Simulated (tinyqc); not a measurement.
# Heavy doping: band filling, gap narrowing, band tails and the effective intrinsic density, step by step

A worked calculation. Computed by tinyqc, a small Python program that keeps every step. Command: `OMP_NUM_THREADS=1 python tinyqc.py 3028394 3028395 out.jsonl gapnarrow walk`. One thread of a shared host (Intel(R) Xeon(R) Processor @ 2.30GHz), about 0.02 s of CPU time with the checks. Intermediate numbers are printed to about 7 digits and carried at full precision; extremes and crossings named in words are read from the listed rows.

An n-type crystal above its Mott density, with all dopants ionised: n = N_D - N_A, ionised centres N_I = N_D + N_A. Valleys are taken as spherical with mass m_e.

Inputs (values chosen for the exercise, modelled on silicon):
```
quantity                      value   unit
gap E_g                         1.1     eV
electron mass m_e             0.322    m_0
valleys M_c                       6      -
hole mass m_h                 0.841    m_0
dielectric constant eps        11.9      -
donor density N_D           1.6e+20  cm^-3
compensation ratio N_A/N_D      0.5      -
temperature T                    77      K
```

Conduction band: parabolic.

Constants: a_0 = 0.529177210903 angstrom; Ry = 13.605693123 eV; k_B = 8.617333262e-05 eV/K; hbar^2/(2 m_0) = 3.80998212 eV angstrom^2; e = 1.602176634e-19 C; eps_0 = 8.8541878128e-12 F/m; e^2/(4 pi eps_0) = 14.39964548 eV angstrom.

## Scales

n = N_D (1 - ratio); Ry* = Ry m_e/eps^2, a* = a_0 eps/m_e; r_s = (3/(4 pi n))^(1/3)/a*; k_F = (3 pi^2 n/M_c)^(1/3); Mott density (0.26/a*)^3.

n = 8.00e+19 cm^-3

Ry* = 30.93732 meV

a* = 19.55655 angstrom

r_s = 0.7361759

k_F = 0.07335897 1/angstrom

Mott density = 2.349868e+18 cm^-3

## Band filling

n = M_c (1/(2 pi^2)) (m_e/(hbar^2/2m_0))^(3/2) int sqrt(E) f dE, f = 1/(1 + exp((E - E_F)/k_B T)); trapezoid rule in t = sqrt(E/k_B T), step 0.02 up to 12; E_F by bisection from the band edge. At T = 0, E_F = (hbar^2/2m_0) k_F^2/m_e; dn/dE_F uses f (1 - f)/k_B T in place of f.

E_F above the band edge = 63.09682 meV

E_F at T = 0 = 63.67567 meV

E_F/k_B T = 9.509198

dn/dE_F = 1.866910e+21 cm^-3/eV

## Screening, narrowing and potential fluctuations

Screening: q^2 = (e/(eps eps_0)) dn/dE_F. Exchange lowers the conduction band by (1/pi) k_F e^2/(4 pi eps_0 eps) (T = 0 Hartree-Fock at k_F, taken as a rigid shift). Screening raises the valence band by (q/2) e^2/(4 pi eps_0 eps) (static Coulomb hole). The narrowing is the sum; electron correlation and carrier-ion shifts are left out. Root-mean-square potential of randomly placed ions: V_rms = (e^2/(4 pi eps_0 eps)) sqrt(2 pi N_I/q).

screening length 1/q = 5.935140 angstrom

exchange term = 28.25584 meV

Coulomb-hole term = 101.9398 meV

gap narrowing = 130.1957 meV

V_rms = 114.4764 meV

V_rms is 1.81 of the larger of E_F and k_B T, so band tails matter. Caution: V_rms exceeds both E_F and k_B T, so band tails reshape the edge. Caution: the screening length is well below a*, where static Thomas-Fermi screening overstates the Coulomb hole.

## What optics and devices see

n p/n_i^2 = exp(narrowing/k_B T) x (n/N) exp(-E_F/k_B T), N being the limit of n exp(-E_F/k_B T) far below the edge (taken at E_F = -12 k_B T); apparent narrowing = k_B T ln(n p/n_i^2).

apparent narrowing = 87.71756 meV

log10(n p/n_i^2) = 5.741261

Degeneracy takes back 42.5 meV of the 130.2 meV of narrowing, and the minority density stays above its ideal value n_i^2/n.

## Filling against narrowing

The compensation ratio is held.

Against carrier density (energies in meV):
```
n (cm^-3)       E_F  narrowing  apparent narrowing     V_rms
8.00e+18    10.4325    75.1179            70.02560   46.4176
1.60e+19    19.8524    91.0462            81.13328   59.8771
3.20e+19    33.4470   107.1565            88.24831   78.6716
5.60e+19    49.4567   120.8429            89.63826   98.8229
8.00e+19    63.0968   130.1957            87.71756  114.4764
1.30e+20    87.5970   144.0062            80.24938  139.9815
2.00e+20   116.9814   157.5090            67.22623  167.4144
3.20e+20   160.2264   173.8035            43.39436  203.5668
```

Narrowing grows with exponent 0.21 between the last rows (exchange goes as n^(1/3), the Coulomb hole as n^(1/6) in a degenerate parabolic band) and E_F with 0.67 (2/3 for a parabolic band at T = 0). The apparent narrowing peaks at 89.6 meV near 5.6e19 cm^-3 and then falls, as E_F grows faster than the narrowing. In rows with E_F below 2 k_B T the T = 0 exchange term is overstated. Where V_rms is above half of E_F, band tails blur the edge by more than small net shifts.

Checks made by the program: E_F at low temperature against the T = 0 value (relative difference 2e-04).
